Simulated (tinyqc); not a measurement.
Recursion (Haydock) method for the local density of states: surface site of a cubic lattice: one step. Moments from the coefficients.

One orbital a site at energy 0, hopping -t to the 6 nearest neighbours of a cubic lattice; the start u0 is a site in the outermost layer of a half crystal, with energy V. Recursion: a_n = <u_n|H|u_n>, b_(n+1) u_(n+1) = (H - a_n) u_n - b_n u_(n-1), b > 0. G(z) = 1/(z - a0 - b1^2/(z - a1 - b2^2/(...))), z = E + i eta. After n levels the tail is b_n^2 T with the square-root terminator T = (z - sqrt(z - 2b) sqrt(z + 2b))/(2 b^2), b = 3t so that the band edges lie at -/+ 6t.

Coefficients:
```
n  a_n (eV)  b_(n+1) (eV)  b_(n+1)^2/t^2
0  0.000000     2.8621670       5.000000
1  0.000000     3.4819765       7.400000
2  0.000000     3.6216096       8.005405
3  0.000000     3.6917361       8.318430
4  0.000000     3.7491686       8.579264
```

Question. For a1 = a2 = 0: mu1 = a0, mu2 = a0^2 + b1^2, mu3 = a0^3 + 2 a0 b1^2, mu4 = a0^4 + 3 a0^2 b1^2 + b1^4 + b1^2 b2^2.

Give: mu1 to mu4 (eV^n).

Answer.

mu1 to mu4 (eV^n): [0.000, 8.192, 0.000, 166.430]

mu4/t^4 = 62 is the number of closed walks of four steps.

Computed by tinyqc, a small Python program: `OMP_NUM_THREADS=1 python tinyqc.py 1450598 1450599 out.jsonl` (the numbers bound the seed that draws the inputs); one thread of a shared host (Intel(R) Xeon(R) Processor @ 2.30GHz), about 0.09 s for the whole set of steps.
